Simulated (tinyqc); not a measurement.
Ion-assisted plasma etching: sheath, surface coverage, synergy and aspect-ratio dependence. Changing the radical density n. Computed by tinyqc, a small Python program. Command: `OMP_NUM_THREADS=1 python tinyqc.py 3012801 3012802 out.jsonl etch sweep`. One thread of a shared host (Intel(R) Xeon(R) Processor @ 2.30GHz), about 0.01 s of CPU time with the checks.

Radicals adsorb on bare sites; ions remove covered sites with a high yield and bare sites by sputtering; a slow spontaneous reaction acts everywhere, walls included.

Inputs (values chosen for the exercise, close to those used for silicon in a halogen plasma):

| quantity | value | unit |
|---|---|---|
| plasma density n_e | 2.3e+10 | 1/cm^3 |
| electron temperature T_e | 2.3 | eV |
| ion mass M_i | 35.5 | u |
| sheath voltage V | 510 | V |
| radical mass M_n | 35.5 | u |
| gas temperature T_g | 500 | K |
| sticking coefficient s | 0.099 | - |
| radicals per removed unit x | 4 | - |
| yield slope b | 0.35 | eV^(-1/2) |
| threshold E_th | 5.5 | eV |
| sputter slope b_p | 0.011 | eV^(-1/2) |
| sputter threshold E_p | 35 | eV |
| spontaneous reaction probability k_c | 4e-05 | - |
| solid density N | 5e+22 | 1/cm^3 |
| ion temperature T_i | 0.23 | eV |
| aspect ratio A | 1.7 | - |

Feature: long trench.

Constants: e = 1.602176634e-19 C; u = 1.6605390666e-27 kg; k_B = 1.380649e-23 J/K; eps_0 = 8.8541878128e-12 F/m.

Method:
- Bohm speed u_B = sqrt(e T_e/M_i); ion flux G_i = 0.61 n_e u_B; radical flux G_n = n c/4 with c = sqrt(8 k_B T_g/(pi M_n)).
- Debye length lambda_D = sqrt(eps_0 T_e/(e n_s)) with n_s = 0.61 n_e, T_e in volts; Child-law sheath d = (sqrt2/3) lambda_D (2 V/T_e)^(3/4); ion energy E = V + T_e/2; angular spread = arctan(sqrt(T_i/E)).
- Yields: Y = b (sqrt(E) - sqrt(E_th)) on covered sites, Y_p = b_p (sqrt(E) - sqrt(E_p)) on bare ones (zero below threshold).
- Steady coverage: s G_n (1 - theta) = x Y G_i theta; removal flux = Y G_i theta + Y_p G_i (1 - theta) + k_c G_n; rate = flux/N, 1 cm/s = 6e8 nm/min.
- Lateral rate = k_c G_n/N; anisotropy = 1 - lateral/vertical; synergy = vertical/(ions alone + radicals alone), with ions alone Y_p G_i/N and radicals alone the lateral rate.
- Transmission of a long trench, rough form: K = (1 + ln(1 + A))/(1 + A + ln(1 + A)), walls that scatter diffusely without loss. With a loss probability S = s (1 - theta) at the floor, G_b/G_n = K/(K + S - K S); theta follows G_b, and the two are solved together. Ions are taken to reach the floor unshadowed; G_b replaces G_n in every term of the rate; A is depth over width.

One run for each value:

| radical density n (1/cm^3) | vertical rate (nm/min) | coverage theta | anisotropy | floor rate over open-field rate |
|---|---|---|---|---|
| 3.00e+11 | 8.9 | 0.0041 | 0.9998 | 0.9897 |
| 8.30e+11 | 11.0 | 0.0111 | 0.9995 | 0.9774 |
| 2.30e+12 | 16.6 | 0.0303 | 0.9991 | 0.9607 |
| 6.30e+12 | 30.7 | 0.0788 | 0.9987 | 0.9497 |
| 1.70e+13 | 62.4 | 0.1876 | 0.9982 | 0.9532 |
| 4.80e+13 | 122.8 | 0.3946 | 0.9974 | 0.9713 |
| 1.30e+14 | 194.2 | 0.6384 | 0.9956 | 0.9892 |
| 3.60e+14 | 251.5 | 0.8302 | 0.9906 | 0.9975 |
| 1.00e+15 | 285.1 | 0.9314 | 0.9770 | 0.9995 |

What does the table show, and why?

Over the rows, vertical rate (nm/min) rises from 8.91 to 285 (exponent d ln y / d ln x 0.20 between the first rows and 0.12 between the last); coverage theta rises from 0.00406 to 0.931 (exponent d ln y / d ln x 0.99 between the first rows and 0.11 between the last); anisotropy falls from 1.000 to 0.977 (exponent d ln y / d ln x -2.7e-4 between the first rows and -0.014 between the last). More radicals cure the lag, at the price of lateral etching.

Caution (all rows): a sheath of several millimetres is collisional at usual pressures, which lowers the ion energy and widens the angles. Caution (all rows): the trench transmission is an interpolation between the limits 1 and ln(A)/A, good to tens of per cent.
